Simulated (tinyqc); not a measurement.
From results back to parameters: electrons shared among three sets of ellipsoidal valleys.

Problem. An ellipsoidal valley with ml > mt has m_d = (ml mt^2)^(1/3) and 1/m_c = (1/ml + 2/mt)/3.

m_d = 0.326596 m0
m_c = 0.261441 m0

Find: K = ml/mt; ml; mt.

Solution. m_d/m_c = K^(1/3) (2 + 1/K)/3 rises steadily for K > 1, so it fixes K; then mt = m_d/K^(1/3) and ml = K mt.

K = ml/mt = 4.92
ml = 0.945 m0
mt = 0.1920 m0

Computed by tinyqc, a small Python program: `OMP_NUM_THREADS=1 python tinyqc.py 1682756 1682757 out.jsonl` (the numbers bound the seed that draws the inputs); one thread of a shared host (Intel(R) Xeon(R) Processor @ 2.30GHz), about 0.01 s for the whole set of steps.
